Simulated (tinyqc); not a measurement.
Worked calculation: tight binding, honeycomb lattice. One step of it, computed by the program tinyqc.

Problem. Levels at k. Diagonalise the Hermitian matrix.

H(k) at k (eV), order A, B:
$$\begin{pmatrix}
0.720000 & -4.040208-0.233736i \\
-4.040208+0.233736i & -0.720000
\end{pmatrix}$$

Give: eigenvalues; weights |c|^2 of the basis functions.

Solution.

eigenvalues (eV): [-4.111, 4.111]

weights |c|^2 of the basis functions, order A, B:
$$\begin{pmatrix}
0.412 & 0.588 \\
0.588 & 0.412
\end{pmatrix}$$
